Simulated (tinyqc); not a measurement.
Dopant redistribution at a moving silicon-oxide interface during parabolic oxidation: one step, computed by the program tinyqc.

Uniformly doped silicon is oxidised with x_ox = sqrt(B t); the interface advances into the silicon by alpha x_ox, alpha = 0.44. The dopant does not move in the oxide, and at the interface C(silicon) = m C(oxide).

Question. Dose moved. Consumed silicon held alpha x_ox C_B; the oxide holds x_ox times the dopant concentration in the oxide; the difference is the excess in the silicon; 1 um = 1e-4 cm.

Inputs (values chosen for the exercise, modelled on boron in silicon under steam): bulk doping C_B = 3e+17 1/cm^3; temperature T = 950 C.

oxide thickness = 1.429110 um

concentration in the oxide = 1.388703e+17 1/cm^3

Give: dopant in the consumed silicon; dopant in the oxide; excess in the silicon.

Answer.

dopant in the consumed silicon = 1.886e+13 1/cm^2

dopant in the oxide = 1.985e+13 1/cm^2

excess in the silicon = -9.818e+11 1/cm^2

Caution: parabolic growth needs an oxide much thicker than the Deal-Grove length A, which fails for thin films and low temperatures; oxidation-enhanced or retarded diffusion is ignored.
